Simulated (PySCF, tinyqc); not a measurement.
Worked calculation: LCCD on RHF in the sto-3g basis, for H4, spin multiplicity 1. The lowest restricted solution is unstable here: a spin-polarised one lies 0.0023 hartree lower (PySCF). One step of it, computed by the program tinyqc.

Task: Iteration 1: building the Fock matrix. J_ij = sum D_kl (ij|kl), K_ij = sum D_kl (ik|jl); F = H + J - 0.5 K; E = tr D H + tr D J / 2 - 0.25 tr D K + E_nn.

D at the start, lower triangle:
```
,1H 1s,2H 1s,3H 1s,4H 1s
1H 1s,0.562836
2H 1s,0.640423,0.878258
3H 1s,-0.163143,0.166891,0.878258
4H 1s,-0.344880,-0.163143,0.640423,0.562836
```

core Hamiltonian H = T + V (hartree), lower triangle:
```
,1H 1s,2H 1s,3H 1s,4H 1s
1H 1s,-1.265584
2H 1s,-0.729020,-1.495252
3H 1s,-0.087816,-0.539030,-1.495252
4H 1s,-0.008090,-0.087816,-0.729020,-1.265584
```

Two-electron integrals (ij|kl) in chemists' order, unique and non-zero (hartree):
```
i,j,k,l,(ij|kl)
1,1,1,1,0.774606
2,1,1,1,0.244000
2,1,2,1,0.103899
2,2,1,1,0.430822
2,2,2,1,0.244000
2,2,2,2,0.774606
3,1,1,1,0.017532
3,1,2,1,0.008596
3,1,2,2,0.024194
3,1,3,1,0.000904
3,2,1,1,0.083685
3,2,2,1,0.047290
3,2,2,2,0.159120
3,2,3,1,0.006136
3,2,3,2,0.048520
3,3,1,1,0.205912
3,3,2,1,0.110232
3,3,2,2,0.364163
3,3,3,1,0.017532
3,3,3,2,0.159120
3,3,3,3,0.774606
4,1,1,1,0.001032
4,1,2,1,0.000549
4,1,2,2,0.001708
4,1,3,1,0.000068
4,1,3,2,0.000512
4,1,3,3,0.001708
4,1,4,1,0.000006
4,2,1,1,0.009788
4,2,2,1,0.005326
4,2,2,2,0.017532
4,2,3,1,0.000741
4,2,3,2,0.006136
4,2,3,3,0.024194
4,2,4,1,0.000068
4,2,4,2,0.000904
4,3,1,1,0.069530
4,3,2,1,0.035411
4,3,2,2,0.110232
4,3,3,1,0.005326
4,3,3,2,0.047290
4,3,3,3,0.244000
4,3,4,1,0.000549
4,3,4,2,0.008596
4,3,4,3,0.103899
4,4,1,1,0.142137
4,4,2,1,0.069530
4,4,2,2,0.205912
4,4,3,1,0.009788
4,4,3,2,0.083685
4,4,3,3,0.430822
4,4,4,1,0.001032
4,4,4,2,0.017532
4,4,4,3,0.244000
4,4,4,4,0.774606
```

nuclear repulsion = 1.84520371 hartree

Give: Coulomb J; exchange K; Fock matrix F; total energy of this density.

Result:

Coulomb J (hartree), lower triangle:
```
,1H 1s,2H 1s,3H 1s,4H 1s
1H 1s,1.4951
2H 1s,0.6769,1.8505
3H 1s,0.0713,0.5067,1.8505
4H 1s,0.0057,0.0713,0.6769,1.4951
```

exchange K (hartree), lower triangle:
```
,1H 1s,2H 1s,3H 1s,4H 1s
1H 1s,0.8369
2H 1s,0.6925,1.1306
3H 1s,0.0865,0.3992,1.1306
4H 1s,-0.0419,0.0865,0.6925,0.8369
```

Fock matrix F (hartree), lower triangle:
```
,1H 1s,2H 1s,3H 1s,4H 1s
1H 1s,-0.1889
2H 1s,-0.3984,-0.2100
3H 1s,-0.0598,-0.2319,-0.2100
4H 1s,0.0186,-0.0598,-0.3984,-0.1889
```

total energy of this density = -1.999267 hartree
